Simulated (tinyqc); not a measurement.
Crystal pulling from the melt: segregation, interface stability, heat balance and point-defect regime: one step, computed by the program tinyqc.

A dilute solute; steady pulling with a flat interface unless it is found unstable.

Question. Concentration at the frozen fraction g. Axial profile: C_s = k_eff C0 (1 - g)^(k_eff - 1); bulk melt C_L = C_s/k_eff. Usable fraction: the g at which C_s has changed by 30 % from its first value (0.99 at most).

Inputs (values chosen for the exercise, modelled on germanium in silicon): initial melt concentration C0 = 2.2e+16 1/cm^3; frozen fraction g = 0.39.

Loss from the melt surface: none.

k_eff = 0.3924006

Give: C_s; C_L; usable fraction.

Answer.

C_s = 1.166e+16 1/cm^3

C_L = 2.971e+16 1/cm^3

usable fraction = 0.3507

C_s rises along the crystal.
